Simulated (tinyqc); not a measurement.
# X-ray reflectivity of a thin film on silicon: critical angles, Parratt recursion, fringes and roughness, step by step

A worked calculation. Computed by tinyqc, a small Python program that keeps every step. Command: `OMP_NUM_THREADS=1 python tinyqc.py 3120848 3120849 out.jsonl xrr walk`. One thread of a shared host (Intel(R) Xeon(R) Processor @ 2.30GHz), about 0.01 s of CPU time with the checks. Intermediate numbers are printed to about 6 digits and carried at full precision; extremes and crossings named in words are read from the listed rows.

n = 1 - delta + i beta; the classical electron radius is r_e = 2.8179403e-6 nm. Layer 0 is vacuum, 1 the film, 2 the substrate.

Inputs (values chosen for the exercise, modelled on tungsten on silicon, copper K-alpha radiation):
```
quantity,value,unit
wavelength lambda,0.15406,nm
film density rho,18.7,g/cm^3
"effective electrons per unit mass, film",0.4,mol/g
"beta/delta, film",0.089,-
film thickness d,15.6,nm
roughness of the surface sigma_1,0.25,nm
roughness of the interface sigma_2,0.54,nm
substrate density,2.33,g/cm^3
"effective electrons per unit mass, substrate",0.507,mol/g
"beta/delta, substrate",0.023,-
grazing angle theta,1.4,degrees
```

Constants: N_A = 6.02214076e+23 1/mol.

## Optical constants

delta = r_e lambda^2 rho_e/(2 pi), rho_e = density x electrons per mass x N_A; critical angle sqrt(2 delta), q_c = 4 sqrt(pi r_e rho_e).

Constants:
```
layer,rho_e (1/nm^3),delta,beta,critical angle (degrees),q_c (1/nm)
film,4504.56,4.79495e-05,4.26751e-06,0.561086,0.798780
substrate,711.40,7.57263e-06,1.74170e-07,0.222977,0.317437
```

The film is denser in electrons than the substrate; X-rays tunnel through a film of a few nanometres, so the edge of total reflection moves to the value of the film only as it thickens.

## Critical angle of the film

The formulas are those given above.

critical angle of the film = 0.561086 degrees

## Reflectivity at one angle

k_j = (2 pi/lambda) sqrt(sin^2 theta - 2 delta_j + 2 i beta_j); r_ij = (k_i - k_j)/(k_i + k_j) x exp(-2 k_i k_j sigma^2) (Nevot-Croce); r = (r_01 + r_12 p)/(1 + r_01 r_12 p), p = exp(2 i k_1 d); R = |r|^2.

k_0, k_1, k_2 (1/nm): [0.996442, 0.912932+0.007775i, 0.983720+0.000294i]

1000 r_01 = 39.0167-3.8312i

1000 r_12 = -22.0841+2.5321i

p = -0.767495-0.162908i

reflectivity R = 0.00317894

q = 4 pi sin(theta)/lambda = 1.99288 1/nm

## Fringe period, contrast and decay

Far above the critical angle the period is d theta = lambda/(2 d), or 2 pi/d in q; the envelope runs between (|r_01| - |r_12 p|)^2 and (|r_01| + |r_12 p|)^2; contrast = 2 a b/(a^2 + b^2) with a = |r_01|, b = |r_12 p|; roughness factors on the amplitudes are about exp(-q^2 sigma^2/2).

period in theta = 0.282916 degrees

period in q = 0.402768 1/nm

contrast = 0.742738

roughness factor, surface = 0.883281

roughness factor, interface = 0.560426

## Thickness from the minima

Minima of R theta^4 are located on 6001 points over 7.5 periods, from 1.15 times the larger critical angle. With refraction, sin^2(theta_m) = 2 delta + m^2 (lambda/(2 d))^2, m integer or half-integer; the first six minima are used, and the first order is the one that minimises the largest residual of the least-squares line plus the distance of its intercept from 2 delta. Without refraction, d = lambda/(2 x mean step of sin theta).

Minima:
```
order m,theta (degrees),sin^2 theta
2,0.79838,0.00019415
3,1.01835,0.00031586
4,1.26378,0.00048643
5,1.52229,0.00070574
6,1.78858,0.00097417
7,2.05948,0.00129146
```

d with refraction = 15.5990 nm

d without refraction = 17.5044 nm

Against d = 15.6 nm the errors are -0.01 % with and +12.21 % without refraction. The orders are integers, as r_01 and r_12 have opposite signs for a film denser than the substrate.

## Which roughness does what

R is averaged over one period above each angle (64 points); contrast = (max - min)/(max + min) of R theta^4 over that period. Cases: smooth; only sigma_1; only sigma_2; both.

Mean R and contrast:
```
theta (degrees),R smooth,contrast,"R, sigma_1","contrast, sigma_1","R, sigma_2","contrast, sigma_2","R, both","contrast, both"
0.8,0.0166387,0.886031,1.56286e-02,0.908734,1.55620e-02,0.785457,1.45349e-02,0.813643
1.2,0.0031131,0.911449,2.69111e-03,0.941626,2.57088e-03,0.703501,2.14581e-03,0.744115
1.8,0.0007286,0.949906,5.54951e-04,0.997499,5.19088e-04,0.492655,3.42376e-04,0.571196
2.5,0.0002089,0.958893,1.31017e-04,0.990131,1.36367e-04,0.206953,5.84753e-05,0.338547
3.5,0.0000611,0.967884,3.06016e-05,0.843077,3.69093e-05,0.033011,7.16806e-06,0.150334
```

At 2.5 degrees sigma_1 alone multiplies the mean R by 0.63 and sigma_2 alone by 0.65; the contrast goes from 0.96 (smooth) to 0.99 and 0.21.

Checks made by the program: smooth bare substrate far above q_c against (q_c/2q)^4 (relative difference 1e-03).
